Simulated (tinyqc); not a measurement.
Cyclotron masses against the field direction: averaged masses of warped heavy- and light-hole bands.

Four-band hole energies E = c k^2 f(u), c = hbar^2/2m0, f = g1 -/+ 2 sqrt(g2^2 + 3 (g3^2 - g2^2) s), s = ux^2 uy^2 + uy^2 uz^2 + uz^2 ux^2 for the unit vector u; minus for heavy, plus for light holes; the mass along u is 1/f.

Parameters, chosen for this exercise (out of a larger set: near those of InSb; not measured data):
- g1 = 34.64 (Luttinger gamma1)
- g2 = 15.36 (gamma2)
- g3 = 16.58 (gamma3)

For the central orbit m_cyc is the mean of 1/f(u) over the directions u normal to B (360 points on the circle). B lies in the (1-10) plane at the angle from [001]; 54.7 degrees is [111], 90 is [110].

Masses (m0):
```
angle (degrees)   heavy   light
0.0              0.3516  0.0151
15.0             0.3735  0.0150
30.0             0.4313  0.0150
54.7             0.4824  0.0149
70.0             0.4805  0.0149
90.0             0.4811  0.0149
```

Give the missing row, angle (degrees) = 45.0.

Computed row:
```
angle (degrees)   heavy   light
45.0             0.4769  0.0149
```

The heavy mass is smallest at 0 and largest at 54.7 degrees of the angles listed, a spread of 37 %; the light mass varies by 1.4 %. The orbit normal to [001] has s between 0 and 1/4, the orbit normal to [111] has s = 1/4 all round, which gives 1/(g1 - sqrt(g2^2 + 3 g3^2)) = 0.4824. This is the classical limit; low Landau levels of holes depart from it.

Computed by tinyqc, a small Python program: `OMP_NUM_THREADS=1 python tinyqc.py 1081149 1081150 out.jsonl` (the numbers bound the seed that draws the inputs); one thread of a shared host (Intel(R) Xeon(R) Processor @ 2.30GHz), about 0.02 s for the whole set of steps.
